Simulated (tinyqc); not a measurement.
# Inversion-layer mobility, back-scattering and ballistic limit of a field-effect transistor, step by step

A worked calculation. Computed by tinyqc, a small Python program that keeps every step. Command: `OMP_NUM_THREADS=1 python tinyqc.py 3005264 3005265 out.jsonl mos walk`. One thread of a shared host (Intel(R) Xeon(R) Processor @ 2.30GHz), about 0.01 s of CPU time with the checks. Intermediate numbers are printed to about 6 digits and carried at full precision; extremes and crossings named in words are read from the listed rows.

The charge at the top of the source barrier is fixed by the gate; series resistance and short-channel effects are left out. F_j are Fermi integrals normalised to exp(eta) in the classical limit.

Inputs (values chosen for the exercise, modelled on a 4H-SiC n-channel): transport mass m = 0.3 m_0; valley degeneracy g_v = 3; weight w of the inversion charge = 0.5; permittivity eps = 9.7; phonon mobility at 1 MV/cm and 300 K, mu_ph = 89 cm^2/(V s); roughness mobility at 1 MV/cm, mu_sr = 50 cm^2/(V s); Coulomb mobility at N_inv = 1e12/cm^2, mu_C = 21 cm^2/(V s); electrical oxide thickness t_inv = 4.3 nm; depletion charge N_dep = 1.2e+11 1/cm^2; gate overdrive V_G - V_T = 0.45 V; drain voltage V_D = 1.1 V; channel length L = 130 nm; exponent a of the critical length = 0.58; temperature T = 77 K.

Statistics at the top of the barrier: Fermi-Dirac.

Constants: eps_0 = 8.8541878128e-12 F/m; e = 1.602176634e-19 C; m_0 = 9.1093837015e-31 kg; k_B = 1.380649e-23 J/K; hbar = 1.054571817e-34 J s; k_B = 8.617333262e-05 eV/K.

## Charge and field

N_inv = 3.9 eps_0 (V_G - V_T)/(e t_inv); effective field E_eff = e (N_dep + w N_inv)/(eps eps_0).

inversion density N_inv = 2.25552e+12 1/cm^2

effective field E_eff = 0.232767 MV/cm

## Effective mobility

mu_phonon = mu_ph (E_eff/1 MV/cm)^(-0.3) (T/300 K)^(-1.75); mu_rough = mu_sr (E_eff/1 MV/cm)^(-2); mu_Coulomb = mu_C (N_inv/1e12 cm^-2) (T/300 K); Matthiessen's rule adds 1/mu.

phonon part = 1489.08 cm^2/(V s)

roughness part = 922.842 cm^2/(V s)

Coulomb part = 12.1573 cm^2/(V s)

effective mobility mu = 11.9033 cm^2/(V s)

The Coulomb part is the lowest and holds 98 % of 1/mu.

## Ballistic limit

F_j(eta) = (1/Gamma(j + 1)) int_0^infinity x^j/(1 + exp(x - eta)) dx, F_0 = ln(1 + exp(eta)). Integrals over x = E/(k_B T) use 160 Gauss-Legendre points in u = sqrt(x) from 0 to sqrt(max(eta, 0) + 32). Ballistic channel: N_2D = g_v m k_B T/(pi hbar^2), U = e V_D/(k_B T); eta_F solves N_inv = (N_2D/2)[F_0(eta_F) + F_0(eta_F - U)]; v_T = sqrt(2 k_B T/(pi m)); I/W = e (N_2D/2) v_T [F_1/2(eta_F) - F_1/2(eta_F - U)]; injection velocity v_T F_1/2(eta_F)/F_0(eta_F).

N_2D = 2.49461e+12 1/cm^2

eta_F = 1.62927

thermal velocity v_T = 0.497648 1e7 cm/s

injection velocity = 0.635718 1e7 cm/s

ballistic current I/W = 229.732 microampere/micrometre

Degeneracy raises the injection velocity by a factor 1.28.

## Back-scattering

Mean free path lambda = (2 k_B T/e)(mu/v_T) F_0(eta_0)/F_-1/2(eta_0), with eta_0 from N_inv = N_2D F_0(eta_0); critical length l = L (1 + U)^(-a), an empirical rule; back-scattering r = l/(l + lambda). Then eta solves N_inv = (N_2D/2)[(1 + r) F_0(eta) + (1 - r) F_0(eta - U)] and I/W = e (N_2D/2) v_T (1 - r)[F_1/2(eta) - F_1/2(eta - U)]. Ballistic ratio: I over the ballistic current. Apparent mobility 1/(1/mu + 1/mu_B), mu_B = mu L/lambda.

eta_0 = 0.385159

mean free path lambda = 0.378035 nm

critical length l = 6.68500 nm

back-scattering coefficient r = 0.946477

current I/W = 5.63788 microampere/micrometre

ballistic ratio = 0.0245411

apparent low-field mobility = 11.8688 cm^2/(V s)

L/lambda = 343.88, but at this drain voltage only the first 6.69 nm can return a carrier to the source, so the device works at 2 % of its ballistic limit.

## Channel length

The last column is the long-channel law e N_inv mu V/L with V = V_D - V_D^2/(2 V_ov) below pinch-off and V_ov/2 above, V_ov = V_G - V_T.

Currents (microampere/micrometre):
```
L (nm)         r      I/W  ballistic ratio  long-channel law
5       0.404810  91.1065         0.396577           193.569
10      0.576320  56.7423         0.246993            96.785
20      0.731222  32.3309         0.140733            48.392
40      0.844747  17.3753         0.075633            24.196
80      0.915840   9.0249         0.039284            12.098
160     0.956072   4.6017         0.020031             6.049
400     0.981953   1.8628         0.008108             2.420
1000    0.992702   0.7487         0.003259             0.968
```

The current scales as L^-0.99 at the long end and as L^-0.68 at the short end, where it reaches 40 % of the ballistic 230. At 1000 nm the model gives 0.77 times the long-channel law; the rule for l is a fit for short devices and fails wherever the model exceeds that law. Raising mu by 10 % at 20 nm raises I by 8.5 %.

## The mobility curve

The formulas are those given above.

Mobilities (cm^2/(V s)):
```
V_G - V_T (V)  N_inv (1/cm^2)  E_eff (MV/cm)   phonon    roughness  Coulomb    total
0.03              1.50368e+11       0.036411  2597.90  3.77139e+04   0.8105   0.8102
0.06              3.00736e+11       0.050437  2355.97  1.96553e+04   1.6210   1.6197
0.12              6.01472e+11       0.078487  2063.26  8.11653e+03   3.2419   3.2356
0.20              1.00245e+12       0.115888  1835.61  3.72297e+03   5.4032   5.3796
0.35              1.75429e+12       0.186016  1592.68  1.44501e+03   9.4556   9.3391
0.50              2.50614e+12       0.256143  1446.93  7.62090e+02  13.5081  13.1522
0.75              3.75920e+12       0.373021  1292.63  3.59338e+02  20.2621  18.9001
1.00              5.01227e+12       0.489900  1191.14  2.08332e+02  27.0161  23.4442
1.50              7.51841e+12       0.723656  1059.58  9.54784e+01  40.5242  27.7055
```

The lowest part is Coulomb from 0.0300 to 1.50 V. The total rises over the whole table.

Checks made by the program: long channel and small V_D against the drift formula e N mu V_D/L (relative difference 5e-04).
